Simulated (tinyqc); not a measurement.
# Threshold of a short bulk MOSFET: charge sharing, barrier lowering, narrow width: effects of single changes

n-channel device on a p-type body, depletion approximation, full ionisation. Uniform doping N = Na. Vbi from Boltzmann statistics is rough for the degenerate source. Cox = eps0 eox/tox.

Values chosen for this exercise; band and dielectric values close to those of silicon: temperature T = 250 K; band gap Eg = 1.13 eV; relative permittivity eps_r = 11.6; conduction-band density of states at T Nc = 2.15e19 cm^-3; valence-band density of states at T Nv = 1.99e19 cm^-3; relative permittivity of the gate insulator (close to silicon dioxide) eox = 3.9; insulator thickness tox = 3.1 nm; channel doping Na = 1.4e17 cm^-3; source and drain doping Nsd = 1e20 cm^-3; flat-band voltage for the doping Na Vfb = -0.96 V; junction depth xj = 42 nm; body-source voltage Vbs = 0 V; drain-source voltage Vds = 1.2 V; gate width W = 370 nm; shape factor of the fringing depletion at the width edges xw = 0.7854; channel length L = 400 nm.

Constants: q = 1.602176634e-19 C, kB = 1.380649e-23 J/K, Vt = kB T/q, eps0 = 8.8541878128e-14 F/cm where lengths are in cm. Results are converted to the units shown.

Each table varies one quantity; the others keep the values above.

## Threshold roll-off against channel length

ni = sqrt(Nc Nv) exp(-Eg/(2 Vt)), Eg in volts; 2 pB = 2 Vt ln(N/ni); flat band Vfb - Vt ln(N/Na); Wd = sqrt(2 eps0 eps_r (2 pB - Vbs)/(q N)); body term q N Wd/Cox; long-channel VT0 = flat band + 2 pB + body term; Vbi = Vt ln(N Nsd/ni^2); scale length l = sqrt((eps_r/eox) tox Wd). Charge sharing (trapezoid; it ignores Vds): F = (xj/L)(sqrt(1 + 2 Wd/xj) - 1), lowering = body term times F. Barrier lowering: th = exp(-L/(2 l)) + 2 exp(-L/l), lowering = th [2 (Vbi - 2 pB) + Vds], DIBL = th. Narrow width: rise = body term times xw Wd/W. VT by each model = VT0 - lowering + rise. DIBL under 0.001 mV/V is printed as 0.

The same in every row: N (cm^-3) = 1.400e17; VT0 (V) = 0.1391.

Results:
```
L (nm)    L/l        F  DIBL (mV/V)  VT, charge sharing (V)  VT, barrier lowering (V)
92      3.167   0.6003        289.5                 0.06424                   -0.2545
130     4.475   0.4248        129.5                 0.09658                  -0.01720
190     6.540   0.2906        40.89                  0.1213                    0.1142
280     9.638   0.1972        8.204                  0.1385                    0.1627
580     19.97  0.09521      0.04620                  0.1573                    0.1748
840     28.92  0.06574            0                  0.1628                    0.1749
1200    41.31  0.04602            0                  0.1664                    0.1749
1700    58.52  0.03248            0                  0.1689                    0.1749
```

Estimate the missing row, L = 400 nm.

Computed row:
```
L (nm)    L/l       F  DIBL (mV/V)  VT, charge sharing (V)  VT, barrier lowering (V)
400     13.77  0.1381        1.026                  0.1494                    0.1734
```

With this row back in the table: VT by barrier lowering rises from -0.255 to 0.175 V and VT by charge sharing rises from 0.0642 to 0.169 V. DIBL is under 100 mV/V from L = 190 nm on among the rows (th = 0.1 at L/l = 4.92). For L = 92 F exceeds 0.5: the shares of source and drain overlap, and the trapezoid formula no longer holds. For L = 92 DIBL exceeds 250 mV/V, where the barrier formula is rough.

## Effect of the junction depth

Same model as above.

The same in every row: N (cm^-3) = 1.4000e17; VT0 (V) = 0.13907; L/l = 13.769; DIBL (mV/V) = 1.0256; VT, barrier lowering (V) = 0.17335.

Effect of the junction depth:
```
xj (nm)         F  VT, charge sharing (V)
5        0.064160                 0.16305
8.5      0.079628                 0.16020
14       0.096310                 0.15712
24        0.11623                 0.15345
41        0.13711                 0.14960
70        0.15773                 0.14580
120       0.17675                 0.14230
200       0.19197                 0.13949
```

As xj goes from 5 to 200, VT0 stays at 0.139 V, DIBL stays at 1.03 mV/V, F rises from 0.0642 to 0.192 and VT by barrier lowering stays at 0.173 V. The junction depth enters only the charge-sharing model.

Numbers from tinyqc (`OMP_NUM_THREADS=1 python tinyqc.py 2002007 2002008 out.jsonl`; about 0.01 s on one thread of a shared Intel Xeon 2.30GHz).
